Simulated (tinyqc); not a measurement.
## Capacitance shares from swing and barrier lowering

Inverse problem. Below threshold the charge is negligible, so the band edge moves as -(aG Vg + aD Vd), aG = CG/CS, aD = CD/CS (CG, CD the capacitances of the barrier top to gate and drain, CS the total), and I goes as exp((aG Vg + aD Vd)/Vt) once Vd is well above Vt. Find aG, aD, CS and CD.

Values chosen for this exercise:
- T = 300 K (temperature)

Constants: q = 1.602176634e-19 C, kB = 1.380649e-23 J/K, Vt = kB T/q. Results are converted to the units shown.

swing = 78.324249 mV/decade
DIBL = 144.73684 mV/V
CG = 4.2473743 pF/cm

Answer. The swing is Vt ln 10/aG and the DIBL, -dVg/dVd at fixed current, is aD/aG.

aG = 0.760
aD = 0.110
CS = 5.59 pF/cm
CD = 0.615 pF/cm

Numbers from tinyqc (`OMP_NUM_THREADS=1 python tinyqc.py 2400095 2400096 out.jsonl`; about 0.07 s on one thread of a shared Intel Xeon 2.30GHz).
